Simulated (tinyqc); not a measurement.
Threshold-voltage variability of a planar MOSFET, analytic estimates: one step of the calculation.

Three independent sources add in quadrature: random dopants in the depleted layer, metal-gate grains of two orientations, and roughness of the two gate edges acting through the roll-off VT = VT(long) - Vr exp(-L/l). These are first-order estimates: no three-dimensional electrostatics, no percolation.

Question. Margin in standard deviations for the wanted yield. Cells fail independently with probability Q(k) = erfc(k/sqrt(2))/2 when the margin is k standard deviations, and Y = exp(-Nb Q(k)). phi = exp(-k^2/2)/sqrt(2 pi). Newton steps on ln Q(k) = ln(-ln(Y)/Nb): k(new) = k + [ln Q - ln(-ln(Y)/Nb)] Q/phi.

Inputs (values chosen for the exercise): number of cells Nb = 65536; wanted yield Y = 0.986.

k after iteration 1 = 5.1813474

Wanted: Q(k); phi; k after iteration 2.

Answer.

Q(k) = 1.1014e-7
phi = 5.9060e-7
k after iteration 2 = 5.0565

Program tinyqc, `OMP_NUM_THREADS=1 python tinyqc.py 2090109 2090110 out.jsonl`; Intel Xeon 2.30GHz, shared host, one thread, about 0.01 s.
